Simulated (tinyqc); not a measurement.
Abrupt p-n junction, non-linear Poisson equation by Newton steps: starts and damping rules compared.

One dimension, p side on the left, n side on the right; net doping C = -Na for x < 0 and +Nd for x > 0. The potential psi is counted from the intrinsic level, and the quasi-Fermi potentials are flat: 0 for holes and -V for electrons, so n = ni exp((psi + V)/Vt) and p = ni exp(-psi/Vt) (Boltzmann statistics, full ionisation, no current).

a_i = eps0 eps_r/h_i for the interval from node i to i + 1, with h_i = x_(i+1) - x_i in cm.

n_i = ni exp((psi_i + V)/Vt), p_i = ni exp(-psi_i/Vt), rho_i = p_i - n_i + C_i, g_i = (n_i + p_i)/Vt. Box widths w_i = (h_(i-1) + h_i)/2 in cm. Residual F_i = a_i (psi_(i+1) - psi_i) - a_(i-1) (psi_i - psi_(i-1)) + q rho_i w_i; Jacobian: a_(i-1) and a_i beside the diagonal, b_i = -a_(i-1) - a_i - q g_i w_i on it. The two end nodes are fixed.

Iterations until the largest undamped |d| is below 1e-9 V (the last, tiny step is counted), with a cap of 100; "overflow" would mean that an exponential left the range of double precision. Starts:
- neutral: psi_p = -Vt ln(Na/ni) on nodes with x < 0 and psi_n = Vt ln(Nd/ni) - V on the others.
- depletion: The parabolas of an abrupt Na-Nd junction in the depletion approximation: psi_p + q Na (x + xp)^2/(2 eps0 eps_r) for -xp < x < 0, psi_n - q Nd (xn - x)^2/(2 eps0 eps_r) for 0 < x < xn, flat outside, with W = sqrt(2 eps0 eps_r (psi_n - psi_p)(1/Na + 1/Nd)/q), xp = W Nd/(Na + Nd), xn = W Na/(Na + Nd), psi_p = -Vt ln(Na/ni), psi_n = Vt ln(Nd/ni) - V.
- linear: A straight line in x from psi_p = -Vt ln(Na/ni) at the first node to psi_n = Vt ln(Nd/ni) - V at the last.

Rules for the step d, which solves the tridiagonal system a_(i-1) d_(i-1) + b_i d_i + a_i d_(i+1) = -F_i:
- full Newton steps: the full step is added.
- logarithmic damping: each component d is damped to sign(d) Vt ln(1 + |d|/Vt) before it is added.
- steps capped at 4 Vt: if the largest |d| exceeds 4 Vt, the whole step is scaled down so that it equals 4 Vt.
- halved steps: half of the step is added while the largest |d| exceeds 1.5 Vt, the full step after that.

Parameters, values chosen for the exercise; band and dielectric values close to those of indium phosphide: temperature T = 300 K; band gap Eg = 1.33 eV; relative permittivity eps_r = 12.5; conduction-band density of states at T Nc = 5.63e17 cm^-3; valence-band density of states at T Nv = 1.08e19 cm^-3; acceptor density of the p side Na = 4.7e17 cm^-3; donor density of the n side Nd = 9.5e15 cm^-3; bias of the p side against the n side V = 0 V.

Constants: q = 1.602176634e-19 C, kB = 1.380649e-23 J/K, Vt = kB T/q, eps0 = 8.8541878128e-14 F/cm where lengths are in cm. Results are converted to the units shown.

```
node	x (nm)	net doping C (cm^-3)
0	-55.4	-4.7e17
1	-41.6	-4.7e17
2	-29.8	-4.7e17
3	-19.6	-4.7e17
4	-10.8	-4.7e17
5	-3.25	-4.7e17
6	3.25	9.5e15
7	19	9.5e15
8	57	9.5e15
9	149	9.5e15
10	371	9.5e15
11	909	9.5e15
```

ni = 1.66134e7 cm^-3

Iterations needed:
```
	full Newton steps	logarithmic damping	steps capped at 4 Vt	halved steps
neutral	7	20	15	10
depletion	5	6	5	5
linear	31	14	11	8
```

What does the table show?

The fewest iterations, 5, are needed by full Newton steps from the depletion start and steps capped at 4 Vt from the depletion start and halved steps from the depletion start. Every pairing converges. Lowest count for the worst start: halved steps, at most 10 iterations.

Program tinyqc, `OMP_NUM_THREADS=1 python tinyqc.py 2000070 2000071 out.jsonl`; Intel Xeon 2.30GHz, shared host, one thread, about 0.02 s.
